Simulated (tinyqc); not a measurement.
Inside a calculation. Method: Ewald sum of point charges, fcc in a neutralising background, strained along z by a factor 1.07, lattice. Computed by tinyqc, a small Python program that keeps every step. Command: `OMP_NUM_THREADS=1 python tinyqc.py 22268 22269 out.jsonl` (the two numbers bound the seeds that draw the settings). One thread of a shared host (Intel(R) Xeon(R) Processor @ 2.60GHz), about 0.05 s of CPU time with the checks.

## Ewald sum with eta = 0.3 1/bohr

cell vectors (rows) (bohr):
```
        1       2       3
1  0.0000  5.6300  6.0240
2  5.6300  0.0000  6.0240
3  5.6300  5.6300  0.0000
```

Charges:
```
q           f1      f2      f3
2.0000  0.0000  0.0000  0.0000
```

Real space: 1/2 sum q_i q_j erfc(eta r)/r over all images with r > 0; reciprocal space: (2 pi/V) sum_(G != 0) exp(-G^2/4 eta^2)/G^2 |S(G)|^2 with S(G) = sum q exp(i G.r); self term -eta/sqrt(pi) sum q^2; background -pi Q^2/(2 V eta^2), Q the total charge.

Real-space shells (first ones):
```
r (bohr)  pairs  sum (hartree)
7.9620        4         0.0007
8.2453        8         0.0009
11.2600       4       1.26e-06
12.0480       2       1.06e-07
13.9561      16       7.33e-09
14.4412       8       9.93e-10
15.9240       4              0
16.4907       8              0
17.8036       8              0
17.9321       8              0
18.9287       8              0
19.9682       8              0
```

Reciprocal shells (first ones that count):
```
G^2 (1/bohr^2)  vectors  sum (hartree)
0.8947                8         0.0490
1.0879                2         0.0059
1.2455                4         0.0066
2.3334                8       3.46e-04
2.4910                4       1.04e-04
3.0705                8       3.39e-05
3.3857               16       2.56e-05
3.5789                8       7.08e-06
4.3516                2       1.70e-07
4.9820                4       5.16e-08
5.5615               16       3.70e-08
5.5971                8       1.66e-08
```

## The total does not depend on eta

The same sums for other eta.

Totals (hartree per cell):
```
eta         real  reciprocal     self  background      total
0.3000    0.0016      0.0621  -0.6770     -0.1828  -0.796125
0.4070  8.64e-06      0.2217  -0.9185     -0.0993  -0.796125
0.5370  2.22e-09      0.4728  -1.2119     -0.0571  -0.796125
```

shortest distance = 7.9620 bohr
